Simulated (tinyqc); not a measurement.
# p-n heterojunction, non-linear Poisson equation by Newton steps, Boltzmann statistics: effects of single changes

One dimension, material 1 (p-type) at x < 0 and material 2 (n-type) at x > 0. Band edges: Ec = -psi in material 1 and -psi + dEc in material 2, Ev = Ec - Eg. Flat quasi-Fermi levels: 0 for holes, +V for electrons. n = Nc F((EFn - Ec)/Vt), p = Nv F((Ev - EFp)/Vt), with F(eta) = exp(eta) (Boltzmann statistics); full ionisation, no interface charge, classical densities; the doping types are chosen for the exercise.

Inputs (values chosen for the exercise); band and dielectric values those of a made-up pair:

| symbol | value | unit | meaning |
|---|---|---|---|
| T | 250 | K | temperature |
| Eg1 | 0.787 | eV | band gap of material 1 |
| er1 | 15.7 |  | relative permittivity of material 1 |
| Nc1 | 1.6e17 | cm^-3 | conduction-band density of states of material 1 |
| Nv1 | 6.34e18 | cm^-3 | valence-band density of states of material 1 |
| Eg2 | 1.28 | eV | band gap of material 2 |
| er2 | 14.3 |  | relative permittivity of material 2 |
| Nc2 | 4.47e17 | cm^-3 | conduction-band density of states of material 2 |
| Nv2 | 8.52e18 | cm^-3 | valence-band density of states of material 2 |
| dEc | 0.65 | eV | conduction-band offset Ec2 - Ec1 |
| N1 | 1.7e16 | cm^-3 | acceptor density of material 1 |
| N2 | 7.2e15 | cm^-3 | donor density of material 2 |
| V | 0 | V | bias of side 1 against side 2 |

Constants: q = 1.602176634e-19 C, kB = 1.380649e-23 J/K, Vt = kB T/q, eps0 = 8.8541878128e-14 F/cm where lengths are in cm. Results are converted to the units shown.

Each table varies one quantity; the others keep the values above.

## Effect of the conduction-band offset Ec2 - Ec1

Exact first integral: on each side D^2/(2 eps0 er) = G, G = q [Vt (nI_j - nI_b) + Vt (pI_j - pI_b) - C (psi_j - psi_b)], with C = -N1 or +N2, b the neutral end of that side, and nI, pI the densities themselves. D is continuous, so er1 G1(psi_j) = er2 G2(psi_j) fixes psi_j. Ends from Nv1 F((-psi_L - Eg1)/Vt) = N1 and Nc2 F((V + psi_R - dEc)/Vt) = N2. D is counted positive when psi rises towards material 2. Depletion (Anderson) capacitance C^2 = q eps0 er1 er2 N1 N2/(2 (er1 N1 + er2 N2)(psi_R - psi_L)). -dD/dV is the change of the displacement at the interface with both quasi-Fermi levels flat; it is the terminal capacitance only while neither side holds an inversion layer. n_j and p_j are densities at the interface.

Effect of the conduction-band offset Ec2 - Ec1:
```
dEc (eV),psi_R - psi_L (V),psi_j - psi_L (V),psi_R - psi_j (V),D/q (cm^-2),n_j in 1 (cm^-3),p_j in 2 (cm^-3),-dD/dV (nF/cm^2),depletion C (nF/cm^2)
0.35,0.9205,0.2658,0.6547,2.684e11,1.856e9,1.312e8,24.51,23.93
0.43,1.000,0.2881,0.7124,2.804e11,5.219e9,1.913e9,23.46,22.95
0.5,1.070,0.3075,0.7629,2.905e11,1.290e10,1.995e10,22.65,22.19
0.57,1.140,0.3270,0.8135,3.002e11,3.186e10,2.081e11,21.91,21.50
0.65,1.220,0.3493,0.8712,3.109e11,8.959e10,3.034e12,21.15,20.78
0.72,1.290,0.3688,0.9217,3.201e11,2.216e11,3.162e13,20.53,20.21
0.8,1.370,0.3914,0.9791,3.303e11,6.332e11,4.535e14,19.57,19.61
0.88,1.450,0.4179,1.033,3.419e11,2.160e12,5.451e15,15.89,19.06
0.95,1.520,0.4543,1.066,3.573e11,1.174e13,2.585e16,9.183,18.62
```

What does the table show?

As dEc goes from 0.35 to 0.95, the total bending rises from 0.920 to 1.52 V and the sheet charge D/q rises from 2.68e11 to 3.57e11 cm^-2; the share of the bending in material 1 goes from 28.9 through a minimum of 28.6 (at dEc = 0.8 among the rows listed) to 29.9 %. The alignment is staggered for dEc = 0.5, 0.57, 0.65, 0.72, 0.8, 0.88, 0.95 eV. The capacitance departs most from the depletion formula at dEc = 0.95, where it is 51 % below it, and there the holes at the interface in material 2 outnumber its donors: an inversion layer has formed, which screens D from the bias.

## Effect of the acceptor density of material 1

Same model as above.

Effect of the acceptor density of material 1:
```
N1 (cm^-3),psi_R - psi_L (V),psi_j - psi_L (V),psi_R - psi_j (V),D/q (cm^-2),n_j in 1 (cm^-3),p_j in 2 (cm^-3),-dD/dV (nF/cm^2),depletion C (nF/cm^2)
8.5e14,1.156,0.5924,0.5636,2.484e11,1.425e17,1.908e6,0.2082,8.514
2e15,1.174,0.6057,0.5687,2.495e11,1.123e17,2.420e6,0.6045,12.06
4.7e15,1.193,0.6046,0.5882,2.539e11,4.531e16,5.999e6,2.982,15.99
1.1e16,1.211,0.4578,0.7533,2.886e11,2.128e13,1.277e10,19.77,19.44
2.6e16,1.230,0.2607,0.9689,3.285e11,9.590e8,2.835e14,21.99,21.78
6.1e16,1.248,0.1596,1.088,3.823e11,3.741e6,7.266e16,10.87,22.99
1.4e17,1.266,0.1378,1.128,5.314e11,5.915e5,4.596e17,4.244,23.48
3.4e17,1.285,0.1311,1.154,8.041e11,1.788e5,1.521e18,2.222,23.61
```

As N1 goes from 8.5e14 to 3.4e17, the total bending rises from 1.16 to 1.29 V and the sheet charge D/q rises from 2.48e11 to 8.04e11 cm^-2; the share of the bending in material 1 goes from 51.2 through a maximum of 51.6 (at N1 = 2e15 among the rows listed) to 10.2 %. The capacitance departs most from the depletion formula at N1 = 8.5e14, where it is 98 % below it, and there the electrons at the interface in material 1 outnumber its acceptors: an inversion layer has formed. For N1 = 8.5e14, 2e15 a density at the interface exceeds 0.3 of the band density of states, which Boltzmann statistics overestimate.

tinyqc, about 0.04 s, one thread, Intel Xeon 2.30GHz (shared host): `OMP_NUM_THREADS=1 python tinyqc.py 2040002 2040003 out.jsonl`
